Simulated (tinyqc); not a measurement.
Pillar capacitor in an array: capacitance, non-linearity, leakage and relaxation: two steps of the calculation.

A film between two metal electrodes, each interface adding a series capacitance ci. The small-signal permittivity is ek (1 + aq E^2); the field is found with the linear permittivity. Leakage J = J0 sinh(E/Ef). After a voltage step the film passes a relaxation current kr C V tt^(-nr), tt being the time in seconds. The sidewall is a coaxial capacitor with radii a = dm/2 and b = dm/2 + t, depth AR dm; the end face is left out.

Values chosen for this exercise; permittivity of the order of that of titanium dioxide: relative permittivity of the film ek = 85.2; film thickness t = 14 nm; capacitance of each electrode interface (dead layer and screening) ci = 1000 uF/cm^2; quadratic field coefficient of the permittivity aq = 0.032 cm^2/MV^2; bias V = 2.4 V; leakage prefactor J0 = 4.7e-11 A/cm^2; field for an e-fold rise of the leakage Ef = 0.33 MV/cm; diameter of the pillar dm = 87 nm; aspect ratio, depth over diameter AR = 70; pitch of the square array pt = 210 nm; resistivity of the inner electrode rho = 300 uohm cm.

Constants: eps0 = 8.8541878128e-14 F/cm where lengths are in cm. Results are converted to the units shown.

Problem 1. Planar capacitance, field and non-linearity. Planar film: Cf = eps0 ek/t, 1/C = 1/Cf + 2/ci, EOT = 3.9 eps0/C, effective permittivity C t/eps0, E = (V/t) C/Cf; quadratic coefficient [C(V)/C - 1]/V^2 with Cf (1 + aq E^2) in C(V).

Find: Cf; C; EOT; effective permittivity; E; quadratic coefficient; J.

Solution 1.

Cf = 5.3884 uF/cm^2
C = 5.3310 uF/cm^2
EOT = 0.64775 nm
effective permittivity = 84.292
E = 1.6960 MV/cm
quadratic coefficient = 15794 ppm/V^2
J = 4.0094e-9 A/cm^2

The interfaces take 1.07 % of the voltage.

Problem 2. Cell capacitance, fields and time constant. Per length 1/c = ln(b/a)/(2 pi eps0 ek) + (1/a + 1/b)/(2 pi ci); cell capacitance c AR dm; per footprint over pt^2; fields c V/(2 pi eps0 ek r) at r = a and b; resistance of the inner electrode rho AR dm/(pi a^2); time constant R C/3 of the distributed line.

Find: a; b; cell capacitance; capacitance per footprint; field at a; field at b; R; R C/3.

Solution 2.

a = 43.500 nm
b = 57.500 nm
cell capacitance = 102.34 fF
capacitance per footprint = 232.05 uF/cm^2
field at a = 1.9560 MV/cm
field at b = 1.4797 MV/cm
R = 3.0733 kohm
R C/3 = 104.84 ps

The array gives 43.5 times the planar capacitance per footprint; curvature makes the field at the inner electrode 1.15 times the planar value.

tinyqc, about 0.01 s, one thread, Intel Xeon 2.30GHz (shared host): `OMP_NUM_THREADS=1 python tinyqc.py 2102004 2102005 out.jsonl`
